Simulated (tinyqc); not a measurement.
Lattice vibrations of a chain, step by step. One step of it, computed by the program tinyqc.

Problem. Dynamical matrix at q = 0.31. q is in units of 2 pi/a. A spring k from atom i to atom j, n cells on, adds k to Phi_ii and Phi_jj, -k exp(2 pi i q n) to Phi_ij and the conjugate to Phi_ji (for one atom a cell: 2k (1 - cos 2 pi q n)); D_ij = Phi_ij / sqrt(m_i m_j).

A chain moving along its axis:
```
atom   mass (u)  spring to the next atom (eV/angstrom^2)
1     71.800000                                22.000000
2     98.800000                                28.600000
3     43.800000                                17.700000
```

Give: D(q).

Solution.

D(q) (eV/(angstrom^2 u)):
```
              1       2             3
1         0.553  -0.261  0.116+0.293i
2        -0.261   0.512        -0.435
3  0.116-0.293i  -0.435         1.057
```
